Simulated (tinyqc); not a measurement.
# Esaki diode in forward bias, two-band WKB: exponent along the true band profile

Abrupt p-n junction, depletion approximation. Energies E are counted from the conduction-band edge of the neutral n side; its Fermi level lies at dn, that of the p side at dn - V, and the valence-band edge of the neutral p side at Em = dn + dp - V. Tunnelling needs 0 < E < Em. Two-band dispersion with equal masses m: inside the gap kappa = sqrt(m u (1 - u/Eg)/C), u the distance from a band edge, C = hbar^2/(2 m0).

Nd = Nc F12(dn/Vt), Na = Nv F12(dp/Vt), F12(x) = (2/sqrt(pi)) int_0^infinity sqrt(u)/(1 + exp(u - x)) du; dn = EF - Ec on the n side, dp = Ev - EF on the p side (negative outside the bands); Vbi = Eg + dn + dp. W = sqrt(2 eps0 eps_r (Vbi - V)(1/Na + 1/Nd)/q), mean field F = (Vbi - V)/W, peak field 2 F. In a uniform field F the exponent is S = pi sqrt(m/C) Eg^1.5/(4 F). Transverse energy Et = C kt^2/m raises it to S (1 + 4 Et/Eg), so T = exp(-S) exp(-Et/Eb) with Eb = Eg/(4 S). KJ = (2 q^2/h) m/(4 pi C) (times 1e14 for A/cm^2 per eV^2). Along the true parabolic profile the field at the point where the conduction edge stands at e = E + u is sqrt(2 q Nd e/(eps0 eps_r)) for e < a D and sqrt(2 q Na (D - e)/(eps0 eps_r)) above, D = Vbi - V, a = Na/(Na + Nd); S(E) = 2 int_0^Eg kappa(u) du/field.

Inputs (values chosen for the exercise); band and dielectric values those of a made-up semiconductor:
```
symbol    value   unit                                     meaning
T           350      K                                 temperature
Eg         1.09     eV                                    band gap
eps_r      10.7                              relative permittivity
Nc      6.93e17  cm^-3  conduction-band density of states at 350 K
Nv      1.46e19  cm^-3     valence-band density of states at 350 K
m         0.081     m0        band-edge mass of the two-band model
Na       5.9e19  cm^-3                            acceptor density
Nd       9.8e18  cm^-3                               donor density
V          0.17      V                          bias of the p side
```

Constants: q = 1.602176634e-19 C, kB = 1.380649e-23 J/K, hbar = 1.054571817e-34 J s, m0 = 9.1093837015e-31 kg, Vt = kB T/q, eps0 = 8.8541878128e-14 F/cm where lengths are in cm, hbar^2/(2 m0) = 0.0380998212 eV nm^2. Results are converted to the units shown.

Results:
```
E (eV)   S(E)  S(E)/S of the mean field
0.007   11.38                    0.8107
0.021   11.03                    0.7855
0.034   10.77                    0.7674
0.061   10.36                    0.7383
0.075   10.20                    0.7266
0.088   10.07                    0.7175
0.102   9.965                    0.7098
0.115   9.904                    0.7055
```

Estimate the missing row, E = 0.048 eV.

Computed row:
```
E (eV)   S(E)  S(E)/S of the mean field
0.048   10.54                    0.7511
```

With this row back in the table: S(E) falls from 11.4 to 9.90. The mean field gives S = 14.0 and the peak field 7.02; the smallest S(E) is 0.71 of the mean-field value, so the mean field understates the best transmission by a factor of 62.5.

Range of the model: Parabolic densities of states, no band tails and no gap narrowing, all of which matter at such doping.

tinyqc, about 0.01 s, one thread, Intel Xeon 2.30GHz (shared host): `OMP_NUM_THREADS=1 python tinyqc.py 2620106 2620107 out.jsonl`
